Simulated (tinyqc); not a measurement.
From results back to parameters: two-level Kane dispersion of a narrow-gap semiconductor. Three cases, with inputs chosen for the exercise.

Problem. In the two-level Kane model E = Eg/2 + sqrt(Eg^2/4 + (2/3) Ep c k^2), c = hbar^2/2m0, and the momentum mass is m(k) = (3/(2 Ep)) sqrt(Eg^2 + (8/3) Ep c k^2). It is given at the Fermi wave vectors kF = (3 pi^2 n)^(1/3) of two densities (1 cm^-3 = 1e-24 angstrom^-3).

Constants: hbar^2/2m0 = 3.80998211 eV angstrom^2.

Case 1.

Values chosen (out of a larger set: near those of HgTe; not measured data): n12 = (7.1e+15, 1e+18) cm^-3 (two densities).

masses at the two densities (m0): 0.02401791  0.04091798

Case 2.

Values chosen (out of a larger set: near those of grey Sn; not measured data): n12 = (2e+15, 3e+17) cm^-3 (two densities).

masses at the two densities (m0): 0.02686683  0.03358161

Case 3.

Values chosen (out of a larger set: near those of grey Sn; not measured data): n12 = (1.6e+16, 1.5e+18) cm^-3 (two densities).

masses at the two densities (m0): 0.02735891  0.04358400

Find: kF^2; Ep; edge mass; |Eg|.

Solution. m^2 = m0*^2 + (6 c/Ep) kF^2 is a straight line in kF^2: the slope gives Ep, the intercept the edge mass, and |Eg| = (2/3) Ep m0*. The sign of Eg does not enter. For Eg < 0 the edge mass does not depend on Dso, which enters only as EF nears it.

Case 1.

kF^2 (1/angstrom^2): 3.5355e-05  0.00095708

Ep = 19.2 eV
edge mass = 0.02312 m0
|Eg| = 0.296 eV

Case 2.

kF^2 (1/angstrom^2): 1.5193e-05  0.00042891

Ep = 23.3 eV
edge mass = 0.02659 m0
|Eg| = 0.413 eV

Case 3.

kF^2 (1/angstrom^2): 6.0771e-05  0.0012541

Ep = 23.7 eV
edge mass = 0.02627 m0
|Eg| = 0.415 eV

Computed by tinyqc, one run a case: `OMP_NUM_THREADS=1 python tinyqc.py N N+1 out.jsonl` with N = 1050121, 1050135, 1050169; one thread of a shared Intel(R) Xeon(R) Processor @ 2.30GHz, about 0.01 s a run at most.
